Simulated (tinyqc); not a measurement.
MOS capacitor with interface traps: C-V stretch-out, conductance peak and subthreshold swing: one step, computed by the program tinyqc.

Energies at the interface are counted from the valence band. psi > 0 means bending towards depletion, so the surface potential is +psi. Boltzmann statistics, full ionisation, no quantum confinement. Traps are neutral when filled up to E_n, with a sharp (zero-temperature) occupation.

Problem. Substrate and insulator. N_c = 2 M_c (2 pi m_e k_B T/h^2)^(3/2) and N_v = 2 (2 pi m_h k_B T/h^2)^(3/2), masses in units of m_0. n_i = sqrt(N_c N_v) exp(-E_g/2 k_B T); E_F = k_B T ln(N_v/N); phi_B = (k_B T/e) ln(N/n_i); L_D = sqrt(eps_s eps_0 k_B T/(e^2 N)); C_ox = eps_ox eps_0/t_ox.

Inputs (values chosen for the exercise, modelled on InP, with an insulator like Si3N4):

| quantity | value | unit |
|---|---|---|
| gap E_g | 1.38 | eV |
| electron mass m_e | 0.0796 | m_0 |
| valleys M_c | 1 | - |
| hole mass m_h | 0.62 | m_0 |
| dielectric constant eps_s | 12.1 | - |
| doping N | 2e+16 | cm^-3 |
| insulator constant eps_ox | 7.07 | - |
| insulator thickness t_ox | 28 | nm |
| temperature T | 400 | K |

Substrate: p-type. Trap spectrum: flat plus a Gaussian peak.

Constants: m_0 = 9.1093837015e-31 kg; k_B = 1.380649e-23 J/K; h = 6.62607015e-34 J s; k_B = 8.617333262e-05 eV/K; eps_0 = 8.8541878128e-12 F/m; e = 1.602176634e-19 C.

Give: k_B T; n_i; bulk E_F; phi_B; Debye length L_D; C_ox; effective density of states of the majority band.

Solution.

k_B T = 0.034469 eV

n_i = 8.1911e+09 cm^-3

bulk E_F = 0.23608 eV

phi_B = 0.50698 V

Debye length L_D = 33.948 nm

C_ox = 0.22357 microF/cm^2

effective density of states of the majority band = 1.8861e+19 cm^-3
